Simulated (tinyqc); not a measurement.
Thermionic emission over a Gaussian spread of barriers: two steps of the calculation.

Metal on an n-type semiconductor with one parabolic valley; V > 0 is forward bias (metal positive). Patches of barrier height b are spread as a Gaussian with mean phi - r2 V and variance sg^2 + r3 V; each carries A* T^2 exp(-b/Vt) [exp(V/Vt) - 1].

Parameters, values chosen for the exercise; band and dielectric values close to those of indium phosphide: temperature T = 300 K; electron mass me = 0.0787 m0; barrier height seen from the metal phi = 1.21 eV; standard deviation of the barrier heights sg = 0.076 eV; shift of the mean barrier per volt, with its sign reversed (rho2) r2 = -0.029; change of sg^2 per volt (rho3) r3 = -0.0024 V; bias V = 0.26 V; barrier heights sampled nb = 9.

Constants: q = 1.602176634e-19 C, kB = 1.380649e-23 J/K, h = 6.62607015e-34 J s, m0 = 9.1093837015e-31 kg, Vt = kB T/q. Results are converted to the units shown.

Task 1. Apparent barrier, ideality and current. A* = 4 pi q me m0 kB^2/h^3 (times 1e-4 for A/(cm^2 K^2)). The mean of exp(-b/Vt) gives the apparent barrier phi_ap(V) = phi - r2 V - (sg^2 + r3 V)/(2 Vt), J = A* T^2 exp(-phi_ap/Vt) [exp(V/Vt) - 1], and 1/n = 1 + r2 + r3/(2 Vt).

Find: A*; phi_ap(0); phi_ap(V); n; J.

Result 1.

A* = 9.4576 A/(cm^2 K^2)
phi_ap(0) = 1.0983 eV
phi_ap(V) = 1.1179 eV
n = 1.0816
J = 3.2960e-9 A/cm^2

Task 2. The same mean by Simpson's rule. With mean mu and deviation s at this bias, take nb equally spaced b from mu - s^2/Vt - 3.5 s to mu + s, the Gaussian density g(b) and y = g exp(-(b - mu)/Vt); the integral I of y gives phi_ap = mu - Vt ln I.

Wanted: b; g; y; I; phi_ap.

Result 2.

```
point  b (eV)   g (1/eV)  y (1/eV)
0      0.7670  1.5509e-8   0.57387
1      0.8323  3.0921e-6    9.1565
2      0.8976  2.6955e-4    63.878
3      0.9629   0.010274    194.84
4      1.0282    0.17120    259.85
5      1.0935     1.2474    151.52
6      1.1587     3.9740    38.630
7      1.2240     5.5354    4.3062
8      1.2893     3.3711   0.20988
```

I = 47.110
phi_ap = 1.1179 eV

Numbers from tinyqc (`OMP_NUM_THREADS=1 python tinyqc.py 2640045 2640046 out.jsonl`; about 0.01 s on one thread of a shared Intel Xeon 2.30GHz).
